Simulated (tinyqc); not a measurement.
Donor in an ellipsoidal valley (Kohn-Luttinger variational method): one step, computed by the program tinyqc. Command: `OMP_NUM_THREADS=1 python tinyqc.py 3004380 3004381 out.jsonl kohnlutt walk`. One thread of a shared host (Intel(R) Xeon(R) Processor @ 2.30GHz), about 0.03 s of CPU time with the checks.

H = -(d^2/dx^2 + d^2/dy^2) - gamma d^2/dz^2 - 2/r in units built on m_t, with gamma = m_t/m_l and z along the valley axis. One valley; no valley-orbit or central-cell term.

Task: Energy at a trial ratio. Trial function exp(-sqrt((x^2 + y^2)/a^2 + z^2/b^2)) with beta = b/a < 1: E = t/a^2 - u/a, t = (2 + gamma/beta^2)/3, u = 2 arcsin(sqrt(1 - beta^2))/sqrt(1 - beta^2); the best a is 2 t/u and E(beta) = -u^2/(4 t).

Inputs (values chosen for the exercise, modelled on diamond): trial ratio b/a = 0.47.

gamma = 0.2156863

Give: t; u; best a; E(beta).

Result:

t = 0.9921

u = 2.451

best a = 0.8097 a*

E(beta) = -1.513 Ry*

Caution: a* is only a few bond lengths, so central-cell and valley-orbit terms are large.
